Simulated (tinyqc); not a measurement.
# From peak temperature back to power per gate width P

Model: self-heating of a transistor with one or more fingers, with temperature-dependent conductivity. Computed by tinyqc, a small Python program. Command: `OMP_NUM_THREADS=1 python tinyqc.py 3020852 3020853 out.jsonl selfheat inv`. One thread of a shared host (Intel(R) Xeon(R) Processor @ 2.30GHz), about 0.1 s of CPU time with the checks.

N long parallel fingers lie on the top face of a slab whose bottom is held at T_0; the top is otherwise insulated, and heat flows in two dimensions. P in W/mm is 1000 P in W/m.

Inputs (values chosen for the exercise, modelled on sapphire):

| quantity | value | unit |
|---|---|---|
| conductivity at the base temperature kappa_0 | 29.6 | W/(m K) |
| exponent m in kappa ~ T^-m | 1.17 | - |
| base temperature T_0 | 358 | K |
| fingers N | 5 | - |
| finger pitch s | 18 | micrometre |
| width of the heat source w | 0.54 | micrometre |
| substrate thickness t | 180 | micrometre |

Power: power rises with temperature.

Method:
- A line source of power P on the top face raises the top at distance x by (P/(pi kappa_0)) g(x), g(x) = -ln tanh(pi x/(4 t)) (the image sum for the slab). On a strip of width w the centre sees the mean of g over the strip, g_0 = 1 + ln(8 t/(pi w)) for w much below t.
- theta_i = (P/(pi kappa_0)) [g_0 + sum over j != i of g(|i - j| s)], with equal powers and constant conductivity; thermal resistance = largest theta/P.
- Kirchhoff transformation for kappa = kappa_0 (T/T_0)^-m: T = T_0 [1 - (m - 1) theta/T_0]^(-1/(m - 1)), where theta is the linear rise.
- The bracket vanishes at the power P T_0/((m - 1) theta).

Problem. A run gave the result below. Find the power per gate width P, known to lie between 0.29 and 0.54 W/mm.

peak temperature = 441.1667 K

Solution.

Each step takes the trial c = (a f_b - b f_a)/(f_b - f_a), f being the result less the target and a, b, c the logarithms of the listed values; c replaces end b, the old b replaces a if the sign of f changed, and otherwise f_a is halved.

Scan of the range:

| power per gate width P (W/mm) | peak temperature (K) |
|---|---|
| 0.290 | 414.279 |
| 0.322 | 421.102 |
| 0.357 | 428.715 |
| 0.396 | 437.390 |
| 0.439 | 447.193 |
| 0.487 | 458.441 |
| 0.540 | 471.247 |

False position (Illinois rule, in the logarithm of the input) inside the bracket:

| step | end a | end b | trial | peak temperature (K) |
|---|---|---|---|---|
| 1 | 0.396000 | 0.439000 | 0.412045 | 441.018 |
| 2 | 0.439000 | 0.412045 | 0.412675 | 441.161 |
| 3 | 0.439000 | 0.412675 | 0.412723 | 441.172 |
| 4 | 0.412675 | 0.412723 | 0.412700 | 441.167 |

Peak temperature rises at every point of a 13-point scan of the range (every second point is shown), so one value fits; it is bracketed by 0.396 and 0.439. Answer: power per gate width P = 0.4127 W/mm.
